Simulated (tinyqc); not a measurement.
Heavy doping: gap narrowing, degeneracy and the minority density: one step. Product and minority density. Five cases, with inputs chosen for the exercise.

Problem. Combine both effects.

Majority: N = Nv F_1/2(eta), eta the distance of EF beyond the majority band edge in kT. Degeneracy factor gam = F_1/2(eta)/exp(eta). ni0^2 = Nc Nv exp(-Eg/kT); product n p = ni0^2 gam exp(dEg/kT), dEg the true narrowing; apparent narrowing dEa = dEg + kT ln gam; minority density = n p/N.

Constants: kB = 8.617333262e-05 eV/K.

Give: ni0; exp(dEg/kT); dEa; sqrt(n p); minority density.

Case 1.

Values chosen (gap and densities of states near those of GaAs at this temperature; narrowing constants of the size fitted for Si, not for this material; shifted at random, so the results belong to these values and not to a real crystal): N = 1e+18 1/cm^3 (ionised acceptors, equal to the majority density); Eg = 1.427 eV (gap); Nc = 4.34e+17 1/cm^3 (conduction-band density of states); Nv = 9.41e+18 1/cm^3 (valence-band density of states); T = 300 K.

dEg (empirical fit) = 41.3756 meV
gam = 0.963179

Solution.

ni0 = 2.09e+06 1/cm^3
exp(dEg/kT) = 4.96
dEa = 40.4 meV
sqrt(n p) = 4.56e+06 1/cm^3
minority density = 2.08e-05 1/cm^3

Narrowing multiplies the product by 4.96 and degeneracy by 0.963; together they change the minority density by a factor 4.77 against ni0^2/N.

Case 2.

Values chosen (gap and densities of states near those of Si at this temperature; narrowing constants near the fits for Si; shifted at random, so the results belong to these values and not to a real crystal): N = 5.1e+17 1/cm^3 (ionised acceptors, equal to the majority density); Eg = 1.109 eV (gap); Nc = 3.47e+19 1/cm^3 (conduction-band density of states); Nv = 1.42e+19 1/cm^3 (valence-band density of states); T = 350 K.

dEg (empirical fit) = 15.6313 meV
gam = 0.987389

Solution.

ni0 = 2.30e+11 1/cm^3
exp(dEg/kT) = 1.68
dEa = 15.2 meV
sqrt(n p) = 2.96e+11 1/cm^3
minority density = 1.72e+05 1/cm^3

Narrowing multiplies the product by 1.68 and degeneracy by 0.987; together they change the minority density by a factor 1.66 against ni0^2/N.

Case 3.

Values chosen (gap and densities of states near those of GaAs at this temperature; narrowing constants of the size fitted for Si, not for this material; shifted at random, so the results belong to these values and not to a real crystal): N = 2.8e+17 1/cm^3 (ionised acceptors, equal to the majority density); Eg = 1.408 eV (gap); Nc = 4.44e+17 1/cm^3 (conduction-band density of states); Nv = 9.44e+18 1/cm^3 (valence-band density of states); T = 300 K.

dEg (empirical fit) = 13.1670 meV
gam = 0.989572

Solution.

ni0 = 3.05e+06 1/cm^3
exp(dEg/kT) = 1.66
dEa = 12.9 meV
sqrt(n p) = 3.92e+06 1/cm^3
minority density = 5.48e-05 1/cm^3

Narrowing multiplies the product by 1.66 and degeneracy by 0.990; together they change the minority density by a factor 1.65 against ni0^2/N.

Case 4.

Values chosen (gap and densities of states near those of Si at this temperature; narrowing constants near the fits for Si; shifted at random, so the results belong to these values and not to a real crystal): N = 3.1e+18 1/cm^3 (ionised acceptors, equal to the majority density); Eg = 1.114 eV (gap); Nc = 3.61e+19 1/cm^3 (conduction-band density of states); Nv = 1.41e+19 1/cm^3 (valence-band density of states); T = 350 K.

dEg (empirical fit) = 38.0587 meV
gam = 0.925433

Solution.

ni0 = 2.15e+11 1/cm^3
exp(dEg/kT) = 3.53
dEa = 35.7 meV
sqrt(n p) = 3.89e+11 1/cm^3
minority density = 4.88e+04 1/cm^3

Narrowing multiplies the product by 3.53 and degeneracy by 0.925; together they change the minority density by a factor 3.27 against ni0^2/N.

Case 5.

Values chosen (gap and densities of states near those of Si at this temperature; narrowing constants near the fits for Si; shifted at random, so the results belong to these values and not to a real crystal): N = 1.1e+18 1/cm^3 (ionised acceptors, equal to the majority density); Eg = 1.089 eV (gap); Nc = 5.05e+19 1/cm^3 (conduction-band density of states); Nv = 2.15e+19 1/cm^3 (valence-band density of states); T = 450 K.

dEg (empirical fit) = 25.9110 meV
gam = 0.982087

Solution.

ni0 = 2.63e+13 1/cm^3
exp(dEg/kT) = 1.95
dEa = 25.2 meV
sqrt(n p) = 3.64e+13 1/cm^3
minority density = 1.20e+09 1/cm^3

Narrowing multiplies the product by 1.95 and degeneracy by 0.982; together they change the minority density by a factor 1.92 against ni0^2/N.

Computed by tinyqc, one run a case: `OMP_NUM_THREADS=1 python tinyqc.py N N+1 out.jsonl` with N = 1651794, 1652258, 1652472, 1652513, 1652535; one thread of a shared Intel(R) Xeon(R) Processor @ 2.30GHz, about 0.02 s a run at most.
